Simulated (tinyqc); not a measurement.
Comparisons within one model: virtual-crystal alloy in the empirical-pseudopotential method. A value that a table varies takes the place of the one given here.

Empirical pseudopotential on the fcc lattice, atoms at +/- tau, tau = a (1,1,1)/8, no spin-orbit coupling. H(G,G') = c (2 pi/a)^2 |k + G|^2 delta + VS(q) cos(q.tau) + i VA(q) sin(q.tau), q = G - G', c = hbar^2/2m0; k and G in units of 2 pi/a; VS at |q|^2 = 3, 8, 11 and VA at 3, 4, 11, in rydberg, zero elsewhere. At each k the basis holds all G with |k + G|^2 up to 16; energies are counted from the fourth level at Gamma.

Virtual crystal A(1-x)B(x): a = (1 - x) a_A + x a_B. Rule linear: V = (1 - x) V_A + x V_B. Rule volume: V = [(1 - x) a_A^3 V_A + x a_B^3 V_B]/a^3, since a form factor is an atomic potential divided by the cell volume.

Constants: hbar^2/2m0 = 3.80998211 eV angstrom^2; Ry = 13.60569312 eV.

Parameters, chosen for this exercise (classic local form factors of the size used for GaP (A) and InP (B), which place X and L only to a few tenths of an eV; not measured data):
- a = (5.436, 5.865) angstrom (lattice constants of A, B)
- VSA = (-0.22, 0.031, 0.071) Ry (symmetric form factors of A)
- VAA = (0.121, 0.068, 0.021) Ry (antisymmetric form factors of A)
- VSB = (-0.236, 0.011, 0.059) Ry (symmetric form factors of B)
- VAB = (0.069, 0.049, 0.011) Ry (antisymmetric form factors of B)
- rule = volume (mixing rule)

## Gaps across the alloy

Gaps from the valence top to the fifth band at Gamma, at L = (1/2,1/2,1/2) and at the lowest of k = (f,0,0), f = 0.70, 0.75, ..., 1.00. Bowing C = 4 [(E(0) + E(1))/2 - E(1/2)].

Gaps (eV):
```
x      Gamma  Delta/X  f of the minimum      L   lowest
0.000  2.697    2.158              1.00  2.548  Delta/X
0.167  2.519    2.196              1.00  2.458  Delta/X
0.333  2.332    2.230              0.95  2.365  Delta/X
0.500  2.137    2.258              0.95  2.270    Gamma
0.667  1.937    2.279              0.90  2.175    Gamma
0.833  1.732    2.296              0.90  2.079    Gamma
1.000  1.526    2.311              0.90  1.985    Gamma
```

bowing (eV): Gamma -0.104, Delta/X -0.091, L -0.014

How do the results move?

The lowest valley changes: Delta/X to Gamma between x = 0.333 and 0.500. From A to B the Gamma gap moves by -1.17 eV, L by -0.56 eV and Delta/X by +0.15 eV; a move of Delta/X below about 0.4 eV is within the error of such form factors, sign included. The virtual crystal holds no disorder and no bond relaxation, so its bowing comes from the non-linear dependence on the mean potential and volume alone, and it may differ from measured bowing, which is positive in these alloys, in size and even in sign; crossings move with it.

## Two mixing rules

Gaps from the valence top to the fifth band at Gamma, at L = (1/2,1/2,1/2) and at the lowest of k = (f,0,0), f = 0.70, 0.75, ..., 1.00. Both rules agree at the ends.

Gaps (eV):
```
x     Gamma, linear  Delta/X, linear  L, linear  Gamma, volume  Delta/X, volume  L, volume
0.25          2.473            2.221      2.441          2.427            2.214      2.412
0.50          2.206            2.268      2.311          2.137            2.258      2.270
0.75          1.891            2.296      2.159          1.835            2.288      2.127
```

How do the results move?

At x = 0.5 the volume rule moves Gamma by -68 meV, Delta/X by -10 meV and L by -41 meV, that is the bowing by -4 times these; the lattice constants differ by 7.9 %, and the rules would coincide for equal ones.

Program tinyqc; command `OMP_NUM_THREADS=1 python tinyqc.py 1051355 1051356 out.jsonl`; about 0.3 s on one thread of a shared Intel(R) Xeon(R) Processor @ 2.30GHz.
